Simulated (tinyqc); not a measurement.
# One rectangular barrier with mass mismatch, transfer matrices: what changes with what

One electron of energy E comes from the left lead (band edge 0); no transverse momentum. Parabolic bands, masses in units of m0, C = hbar^2/(2 m0); psi and psi'/m are continuous at every interface. The right lead equals the left one.

Values chosen for this exercise; masses and offsets of a made-up heterostructure:

| symbol | value | unit | meaning |
|---|---|---|---|
| mL | 0.34 | m0 | mass in the left lead |
| U1 | 2.8 | eV | barrier height |
| m1 | 0.44 | m0 | barrier mass |
| d1 | 0.9 | nm | barrier width |
| E | 0.896 | eV | electron energy |

Constants: q = 1.602176634e-19 C, hbar = 1.054571817e-34 J s, m0 = 9.1093837015e-31 kg, hbar^2/(2 m0) = 0.0380998212 eV nm^2. Results are converted to the units shown.

Each table varies one quantity; the others keep the values above.

## Effect of the barrier width

For the pair (psi, psi'/m) a flat layer has M = [[cos kd, (m/k) sin kd], [-(k/m) sin kd, cos kd]] with k = sqrt(m (E - U)/C) above its edge U, and M = [[cosh Kd, (m/K) sinh Kd], [(K/m) sinh Kd, cosh Kd]] with K = sqrt(m (U - E)/C) below it. The matrices are multiplied with later layers to the left. With M acting on (psi, psi'/m) and v = k/m in each lead, T(E) = 4 vL vR/[(vL vR M12 - M21)^2 + (vR M11 + vL M22)^2]. For a thick barrier T(E) tends to c exp(-2Kd), c = 16 g^2/(1 + g^2)^2, g = (K/m1)/vL.

Result of one run:
```
d1 (nm)     K d       T(E)  c exp(-2Kd)
0.75     3.5169  0.0033129    0.0033181
```

What becomes of these results when the barrier width d1 is changed from 0.75 to 0.26 nm, all else the same?

Result of the changed run:
```
d1 (nm)     K d     T(E)  c exp(-2Kd)
0.26     1.2192  0.28287      0.32859
```

The whole series:
```
d1 (nm)      K d       T(E)  c exp(-2Kd)
0.06     0.28135    0.92050       2.1441
0.16     0.75027    0.58165      0.83936
0.26      1.2192    0.28287      0.32859
0.36      1.6881    0.12119      0.12863
0.46      2.1570   0.049187     0.050356
0.56      2.6259   0.019532     0.019713
0.66      3.0949  0.0076893    0.0077171
0.75      3.5169  0.0033129    0.0033181
0.85      3.9858  0.0012981    0.0012989
```

T(E) falls from 0.920 to 0.00130. Here g = 1.28 and c = 3.76. The thick-barrier form is 2.33 times the exact value at Kd = 0.28 and 0.061 % above it at Kd = 4.0; at the end T(E) loses 4.07 decades a nanometre, against 2K/ln 10 = 4.07. In 8 of the 9 rows a layer is thinner than 0.8 nm, a few atomic planes, where an effective mass is a rough description.

## Transmission against energy

Same model as above.

The last column is exp(-2 sum K d) over the layers with U > E.

Results:
```
E (eV)      T(E)  exp(-2 sum K d)
0.224   7.925e-5         5.448e-5
0.662   4.263e-4         1.305e-4
1.1     0.001363         3.438e-4
1.537   0.003922         0.001034
1.975    0.01136         0.003864
2.413    0.03525          0.02225
2.851     0.1229            1.000
3.289     0.4522            1.000
4.164     0.9125            1.000
4.602     0.7866            1.000
5.04      0.7645            1.000
```

Estimate the missing row, E = 3.727 eV.

Computed row:
```
E (eV)    T(E)  exp(-2 sum K d)
3.727   0.9686            1.000
```

With this row back in the table: T(E) runs from 7.93e-5 at 0.224 eV to 0.764 at 5.04 eV; among the rows its largest value is 0.969 at 3.727 eV. Below the barrier the ratio to exp(-2Kd) lies between 1.45 and 3.97: that is the prefactor which WKB sets to 1. Above the barrier T(E) is as low as 0.123 in these rows: both interfaces reflect, and the reflections cancel only where k d is a multiple of pi.

## Effect of the barrier mass and of the matching rule

The second column matches psi and psi' without the mass (every m outside k and K set to 1), which is not the envelope-function rule when the masses differ.

Result of one run:
```
m1 (m0)  T(E), psi'/m matched  T(E), psi' matched    ratio
0.99                1.2382e-5           6.0807e-6  0.49108
```

What becomes of these results when the barrier mass m1 is changed from 0.99 to 0.8 m0, all else the same?

Result of the changed run:
```
m1 (m0)  T(E), psi'/m matched  T(E), psi' matched    ratio
0.8                 4.5511e-5           2.5350e-5  0.55701
```

The whole series:
```
m1 (m0)  T(E), psi'/m matched  T(E), psi' matched    ratio
0.24                0.0058645           0.0075072   1.2801
0.29                0.0034516           0.0038680   1.1206
0.35                0.0018902           0.0018513  0.97938
0.43                8.8956e-4           7.5179e-4  0.84512
0.53                3.7021e-4           2.7016e-4  0.72976
0.66                1.2930e-4           8.1399e-5  0.62951
0.8                 4.5511e-5           2.5350e-5  0.55701
0.99                1.2382e-5           6.0807e-6  0.49108
```

With psi'/m matched, T(E) falls from 0.00586 to 1.24e-5. The other rule gives 1.28 times that in the first row and 0.491 times in the last; the two rules coincide at m1 = mL = 0.34.

Range of the model: Masses are held fixed, although real bands cease to be parabolic a few tenths of an eV from their edges (inside a barrier too).

tinyqc, about 0.01 s, one thread, Intel Xeon 2.30GHz (shared host): `OMP_NUM_THREADS=1 python tinyqc.py 2560005 2560006 out.jsonl`
